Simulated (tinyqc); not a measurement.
Inside a calculation. Method: G0W0 on RHF in the sto-3g basis, for B+, spin multiplicity 1. Computed by tinyqc, a small Python program that keeps every step (integrals from PySCF). Settings: charge = 1, multiplicity = 1, basis = sto-3g, method = RHF, energy threshold = 1e-10, iteration cap = 79, orthogonalisation = canonical, start = atomic densities, DIIS depth = 6. Command: `OMP_NUM_THREADS=1 python tinyqc.py 31248 31249 out.jsonl` (the two numbers bound the seeds that draw the settings). One thread of a shared host (Intel(R) Xeon(R) Processor @ 2.60GHz), about 0.04 s of CPU time with the checks. The early iterations of the SCF are left out here.

## One-electron integrals

Geometry (angstrom):
```
atom         x         y         z
B     0.000000  0.000000  0.000000
```

Basis sto-3g: exponents (1/bohr^2) and contraction coefficients of normalised primitives:
```
element  l (shell)   exponent  coefficient
B            s (1)  48.791113     0.154329
B            s (1)   8.887362     0.535328
B            s (1)   2.405267     0.444635
B            s (2)   2.236956    -0.099967
B            s (2)   0.519821     0.399513
B            s (2)   0.169062     0.700115
B            p (3)   2.236956     0.155916
B            p (3)   0.519821     0.607684
B            p (3)   0.169062     0.391957
```

Overlap, kinetic and nuclear-attraction integrals over the contracted functions; the nuclear repulsion is the sum of Za Zb / Rab.

nuclear repulsion = 0 hartree

overlap S, lower triangle:
```
           1B 1s     1B 2s    1B 2px    1B 2py    1B 2pz
1B 1s   1.000000
1B 2s   0.269328  1.000000
1B 2px  0.000000  0.000000  1.000000
1B 2py  0.000000  0.000000  0.000000  1.000000
1B 2pz  0.000000  0.000000  0.000000  0.000000  1.000000
```

kinetic energy T (hartree), lower triangle:
```
            1B 1s     1B 2s    1B 2px    1B 2py    1B 2pz
1B 1s   10.826302
1B 2s   -0.047967  0.359168
1B 2px   0.000000  0.000000  1.123881
1B 2py   0.000000  0.000000  0.000000  1.123881
1B 2pz   0.000000  0.000000  0.000000  0.000000  1.123881
```

nuclear attraction V (hartree), lower triangle:
```
             1B 1s      1B 2s     1B 2px     1B 2py     1B 2pz
1B 1s   -23.147388
1B 2s    -3.139362  -3.771633
1B 2px    0.000000   0.000000  -3.741440
1B 2py    0.000000   0.000000   0.000000  -3.741440
1B 2pz    0.000000   0.000000   0.000000   0.000000  -3.741440
```

core Hamiltonian H = T + V (hartree), lower triangle:
```
             1B 1s      1B 2s     1B 2px     1B 2py     1B 2pz
1B 1s   -12.321086
1B 2s    -3.187330  -3.412465
1B 2px    0.000000   0.000000  -2.617559
1B 2py    0.000000   0.000000   0.000000  -2.617559
1B 2pz    0.000000   0.000000   0.000000   0.000000  -2.617559
```

## Two-electron integrals

Functions are numbered as in S; the eight-fold symmetry (ij|kl) = (ji|kl) = (kl|ij) leaves the list below.

Two-electron integrals (ij|kl) in chemists' order, unique and non-zero (hartree):
```
(11|11) 2.923513   (21|11) 0.518376   (21|21) 0.109262   (22|11) 0.744229
(22|21) 0.193177   (22|22) 0.544804   (31|31) 0.020264   (32|31) 0.029996
(32|32) 0.120346   (33|11) 0.742491   (33|21) 0.193240   (33|22) 0.544682
(33|33) 0.586773   (41|41) 0.020264   (42|41) 0.029996   (42|42) 0.120346
(43|43) 0.031630   (44|11) 0.742491   (44|21) 0.193240   (44|22) 0.544682
(44|33) 0.523513   (44|44) 0.586773   (51|51) 0.020264   (52|51) 0.029996
(52|52) 0.120346   (53|53) 0.031630   (54|54) 0.031630   (55|11) 0.742491
(55|21) 0.193240   (55|22) 0.544682   (55|33) 0.523513   (55|44) 0.523513
(55|55) 0.586773
```

## Orthogonalisation

S = U s U^T; canonical form X = U s^(-1/2), so that X^T S X = 1. Each column of U has its largest component positive (the first on a tie).

eigenvalues of S: 0.730672  1.000000  1.000000  1.000000  1.269328

X:
```
                1         2         3         4         5
1B 1s    0.827225  0.000000  0.000000  0.000000  0.627622
1B 2s   -0.827225  0.000000  0.000000  0.000000  0.627622
1B 2px   0.000000  1.000000  0.000000  0.000000  0.000000
1B 2py   0.000000  0.000000  1.000000  0.000000  0.000000
1B 2pz   0.000000  0.000000  0.000000  1.000000  0.000000
```

Within a degenerate level the vectors are fixed only up to a rotation; this is one choice.

## Iteration 3 (converged): orbitals

converged F (hartree), lower triangle:
```
            1B 1s      1B 2s     1B 2px     1B 2py     1B 2pz
1B 1s   -7.982923
1B 2s   -2.299193  -1.450181
1B 2px   0.000000   0.000000  -0.200518
1B 2py   0.000000   0.000000   0.000000  -0.200518
1B 2pz   0.000000   0.000000   0.000000   0.000000  -0.200518
```

Diagonalise F' = X^T F X, C = X C', fill 2 alpha and 2 beta electrons from the bottom; D = 2 C_occ C_occ^T. Each column has its largest component positive (the first on a tie).

F' = X^T F X (hartree), lower triangle:
```
           1          2          3          4          5
1  -3.308405
2   0.000000  -0.200518
3   0.000000   0.000000  -0.200518
4   0.000000   0.000000   0.000000  -0.200518
5  -3.391699   0.000000   0.000000   0.000000  -5.527134
```

orbital energies (hartree): MO1 -7.986287, MO2 -0.849252, MO3 -0.200518, MO4 -0.200518, MO5 -0.200518

coefficients C:
```
             MO1        MO2       MO3       MO4       MO5
1B 1s   0.993693  -0.301304  0.000000  0.000000  0.000000
1B 2s   0.022541   1.038125  0.000000  0.000000  0.000000
1B 2px  0.000000   0.000000  1.000000  0.000000  0.000000
1B 2py  0.000000   0.000000  0.000000  0.000000  1.000000
1B 2pz  0.000000   0.000000  0.000000  1.000000  0.000000
```

D after iteration 3, lower triangle:
```
            1B 1s     1B 2s    1B 2px    1B 2py    1B 2pz
1B 1s    2.156421
1B 2s   -0.580784  2.156421
1B 2px   0.000000  0.000000  0.000000
1B 2py   0.000000  0.000000  0.000000  0.000000
1B 2pz   0.000000  0.000000  0.000000  0.000000  0.000000
```

Within a degenerate level the vectors are fixed only up to a rotation; this is one choice.

## Convergence

Stop when the energy changes by less than 1e-10 hartree and every element of the error matrix X^T (F D S - S D F) X is below 3e-06.

Course of the cycle:
```
iteration   E (hartree)     change  largest element of the error matrix
1          -20.77044669          -                             1.37e-02
2          -23.94847037  -3.18e+00                             2.77e-15
3          -23.94847037   1.07e-14                             3.04e-16
```

PySCF RHF in the same basis = -23.94847037 hartree

Converged in 3 iterations.

## Integrals over molecular orbitals

(pq|rs) = sum C_ip C_jq C_kr C_ls (ij|kl), one index at a time.

one-electron integrals over orbitals h = C^T H C (hartree), lower triangle:
```
            1          2          3          4          5
1  -12.310688
2    0.342793  -2.802244
3    0.000000   0.000000  -2.617559
4    0.000000   0.000000   0.000000  -2.617559
5    0.000000   0.000000   0.000000   0.000000  -2.617559
```

Two-electron integrals over orbitals (pq|rs), unique and non-zero (hartree):
```
(11|11) 2.897294    (21|11) -0.324303   (21|21) 0.057850    (22|11) 0.742479
(22|21) -0.018490   (22|22) 0.525885    (31|31) 0.021414    (32|31) 0.027489
(32|32) 0.112771    (33|11) 0.742089    (33|21) -0.011529   (33|22) 0.533524
(33|33) 0.586773    (41|41) 0.021414    (42|41) 0.027489    (42|42) 0.112771
(43|43) 0.031630    (44|11) 0.742089    (44|21) -0.011529   (44|22) 0.533524
(44|33) 0.523513    (44|44) 0.586773    (51|51) 0.021414    (52|51) 0.027489
(52|52) 0.112771    (53|53) 0.031630    (54|54) 0.031630    (55|11) 0.742089
(55|21) -0.011529   (55|22) 0.533524    (55|33) 0.523513    (55|44) 0.523513
(55|55) 0.586773
```

## Screening: direct RPA

With D = e_a - e_i and K = (ia|jb): diagonalise D^(1/2) (D + 4K) D^(1/2) = Z w^2 Z^T; X + Y = D^(1/2) Z w^(-1/2), each column of Z with its largest component positive (the first on a tie); E_c = (sum w - tr (D + 2K)) / 2.

D^(1/2) (D + 4K) D^(1/2) (hartree^2), lower triangle:
```
           1>3        1>4        1>5       2>3       2>4       2>5
1>3  61.285079
1>4   0.000000  61.285079
1>5   0.000000   0.000000  61.285079
2>3   0.247113   0.000000   0.000000  0.713490
2>4   0.000000   0.247113   0.000000  0.000000  0.713490
2>5   0.000000   0.000000   0.247113  0.000000  0.000000  0.713490
```

excitation energies w (hartree): 0.844087  0.844087  0.844087  7.828543  7.828543  7.828543

X + Y:
```
             1          2          3         4         5         6
1>3  -0.012390  -0.000026   0.000000  0.000000  0.997256  0.000000
1>4   0.000026  -0.012390   0.000015  0.000000  0.000000  0.997256
1>5   0.000000  -0.000015  -0.012390  0.997256  0.000000  0.000000
2>3   0.876668   0.001868  -0.000002  0.000000  0.001174  0.000000
2>4  -0.001868   0.876667  -0.001053  0.000000  0.000000  0.001174
2>5   0.000000   0.001053   0.876669  0.001174  0.000000  0.000000
```

RPA correlation energy = -0.04536443 hartree

Within a degenerate level the vectors are fixed only up to a rotation; this is one choice.

## G0W0 on Hartree-Fock: HOMO

W(p,q,m) = sqrt2 sum_ia (pq|ia) (X+Y)_ia,m; Sigma_c(x) = sum_(i,m) W^2/(x - e_i + w_m) + sum_(a,m) W^2/(x - e_a - w_m); solve x = e_p + Sigma_c(x) by Newton steps; Z = 1/(1 - dSigma/dx); 1 hartree = 27.211386 eV.

The 12 largest terms at x = e_p (hartree; W for the signs of X + Y given):
```
q  m          W       term
5  3   0.139332  -0.013005
3  1   0.139332  -0.013004
4  2   0.139332  -0.013004
3  5   0.038955  -0.000179
5  4   0.038955  -0.000179
4  6   0.038955  -0.000179
4  1  -0.000297  -5.90e-08
3  2   0.000297  -5.90e-08
5  2   0.000167  -1.88e-08
4  3  -0.000167  -1.88e-08
```

Newton steps (hartree):
```
step          x  Sigma_c(x)         Z
0     -0.849252   -0.039551  0.974471
1     -0.887793   -0.038566  0.975707
2     -0.887818   -0.038566  0.975708
```

quasiparticle energy of the HOMO = -24.158756 eV

Hartree-Fock value = -23.109328 eV

## G0W0 on Hartree-Fock: LUMO

As before.

The 12 largest terms at x = e_p (hartree; W for the signs of X + Y given):
```
q  m         W      term
2  1  0.139332  0.013004
2  5  0.038955  0.000179
1  1  0.033705  0.000132
1  5  0.030246  0.000059
2  2  0.000297  5.90e-08
1  2  0.000072  5.97e-10
```

Newton steps (hartree):
```
step          x  Sigma_c(x)         Z
0     -0.200518    0.013374  0.991324
1     -0.187260    0.013259  0.991475
2     -0.187259    0.013259  0.991475
```

quasiparticle energy of the LUMO = -5.095589 eV

Hartree-Fock value = -5.456379 eV
